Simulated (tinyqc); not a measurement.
Errors against cell size: correction of a charged-defect supercell by a model charge and potential alignment (plane-averaged potentials). Computed by tinyqc, a small Python program. Command: `OMP_NUM_THREADS=1 python tinyqc.py 3110111 3110112 out.jsonl align walk`. One thread of a shared host (Intel(R) Xeon(R) Processor @ 2.30GHz), about 0.01 s of CPU time with the checks.

The "true" defect charge is (1 - x) q in a Gaussian of width sigma plus x q in one of width sigma_t, so the exact answer is known; the correction sees only a single model Gaussian of width sigma_m. A Gaussian of width s has the transform rho(G) = exp(-G^2 s^2/2), normalised to 1. A uniform background cancels q, so G = 0 is left out. Potentials are those felt by a unit positive charge. E_0 is the formation energy of the isolated defect, E_cell its value in the supercell, E_lat = E_iso - E_per of the model charge, C the true less the model potential far from the defect; the exact correction is E_0 - E_cell, and the error of a scheme is E_cell plus its correction less E_0.

Inputs (values chosen for the exercise, with screening close to that of HfO2): defect charge q = 2 e; dielectric constant eps = 22.5; edge of the cubic cell L = 11.3 angstrom; width sigma of the true defect charge = 0.96 angstrom; width sigma_m of the model charge = 0.87 angstrom; share x of the charge in a wide tail = 0; width sigma_t of the tail = 1.8 angstrom.

Constants: e^2/(4 pi eps_0) = 14.39964548 eV angstrom.

Method:
- Periodic energy E_per = (2 pi q^2/(eps L^3)) (e^2/(4 pi eps_0)) sum_(G != 0) rho(G)^2/G^2, G = (2 pi/L)(n1, n2, n3), |n_i| <= 16. Isolated energy: two Gaussians of charges q_a, q_b and widths a, b interact by q_a q_b (e^2/(4 pi eps_0 eps)) sqrt(2/pi)/sqrt(a^2 + b^2), and the self-energy is half the sum over pairs.
- Plane-averaged potential at distance z from the defect: V(z) = (4 pi q/(eps L^3)) (e^2/(4 pi eps_0 e)) sum_(m != 0) rho(G_m) cos(G_m z)/G_m^2, G_m = 2 pi m/L, |m| <= 40.
- Schemes: none; point-charge term alpha q^2 e^2/(4 pi eps_0 eps 2 L), alpha = 2.837297; E_lat of the model; E_lat - q C with C at z = L/2.

Error against E_0 (meV):
```
L (angstrom)     none  point charge  model charge  model and alignment
7.91          -429.17        29.952        5.3527            0.0036197
9.61          -361.20        16.702        2.9849            0.0000330
11.30         -311.11        10.273        1.8360            0.0000002
13.60         -261.14         5.893        1.0531            0.0000000
17.00         -210.61         3.017        0.5392            0.0000000
```

Between the last two rows the uncorrected error scales as L^-0.96 and the point-charge remainder as L^-3.00. With alignment the error is 0.0 meV in the smallest cell and 0.00 meV in the largest.

Extremes, crossings and ranges named in words are read from the listed rows.
